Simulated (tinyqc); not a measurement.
Site energy and hopping from one surface Green function.

Problem. A semi-infinite chain with site energy e0 and hopping -t has g_s = 1/(E - e0 - t^2 g_s). Inside the band |g_s| = 1/t and Re g_s = (E - e0)/(2 t^2). Find t and e0.

g_s at E = 0.74 eV = -0.08000000-0.99679486i 1/eV

Solution. t = 1/|g_s|, and e0 = E - 2 t^2 Re g_s.

t = 1.000 eV
e0 = 0.9000 eV

Computed by the program tinyqc: `OMP_NUM_THREADS=1 python tinyqc.py 2680120 2680121 out.jsonl`, one thread of a shared Intel Xeon 2.30GHz, about 0.06 s for the whole run.
